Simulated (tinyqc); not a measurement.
Worked calculation: bound state in one dimension: Numerov shooting, finite differences, DVR. Computed by tinyqc, a small Python program that keeps every step. Settings: points = 96. Command: `OMP_NUM_THREADS=1 python tinyqc.py 20761 20762 out.jsonl` (the two numbers bound the seeds that draw the settings). One thread of a shared host (Intel(R) Xeon(R) Processor @ 2.60GHz), about 0.01 s of CPU time with the checks.

## Numerov steps at E = 0.1

One particle of mass 1 in V = 5.47 (x^2 - 1.81^2)^2 / 1.81^4 (atomic units), psi = 0 at both ends:
```
parameter                 value
left end              -3.400000
right end              3.400000
intervals                    96
h                      0.070833
state sought (nodes)          3
```

k_i = 2 m (E - V_i); (1 + h^2 k_(i+1)/12) y_(i+1) = 2 (1 - 5 h^2 k_i/12) y_i - (1 + h^2 k_(i-1)/12) y_(i-1), from y_0 = 0, y_1 = 0.001.

Points along the way:
```
i          x         V          k        y
0   -3.40000  34.97379  -69.74758  0.00000
1   -3.32917  31.06485  -61.92970  0.00100
2   -3.25833  27.46252  -54.72504  0.00231
3   -3.18750  24.15249  -48.10497  0.00426
4   -3.11667  21.12073  -42.04147  0.00725
5   -3.04583  18.35356  -36.50713  0.01179
32  -1.13333   2.02163   -3.84326  1.96309
33  -1.06250   2.34972   -4.49943  2.17361
34  -0.99167   2.67896   -5.15792  2.43344
35  -0.92083   3.00490   -5.80980  2.75652
36  -0.85000   3.32337   -6.44674  3.16034
37  -0.77917   3.63053   -7.06106  3.66686
```

## Bisection on the node count

With more sign changes than the state has nodes (the last point included) the energy is too high, else too low; the bracket starts as 0.1 to 12.

Trials:
```
trial          E  sign changes  y at the right end   next
1      6.0500000             4            3.90e+00  lower
2      3.0750000             2            5.13e+02  raise
3      4.5625000             2            7.47e-01  raise
4      5.3062500             4            3.73e+00  lower
5      4.9343750             3           -2.24e-02  raise
6      5.1203125             4            1.93e+00  lower
7      5.0273438             4            9.17e-01  lower
8      4.9808594             4            4.30e-01  lower
9      4.9576172             4            1.98e-01  lower
10     4.9459961             4            8.63e-02  lower
11     4.9401855             4            3.15e-02  lower
12     4.9372803             4            4.49e-03  lower
13     4.9358276             3           -8.96e-03  raise
14     4.9365540             3           -2.25e-03  raise
...          ...           ...                 ...    ...
29     4.9367964             4            1.36e-07  lower
30     4.9367964             4            3.35e-08  lower
31     4.9367964             3           -1.79e-08  raise
```

eigenvalue = 4.9367964 hartree

## The same grid by other methods

Three-point finite differences and the sine-DVR kinetic matrix of Colbert and Miller on the same points.

Lowest levels (hartree):
```
state  finite differences      DVR
0                 1.73570  1.73751
1                 1.74413  1.74592
2                 4.59854  4.60326
3                 4.92927  4.93682
4                 6.69352  6.70529
5                 8.11553  8.13949
```
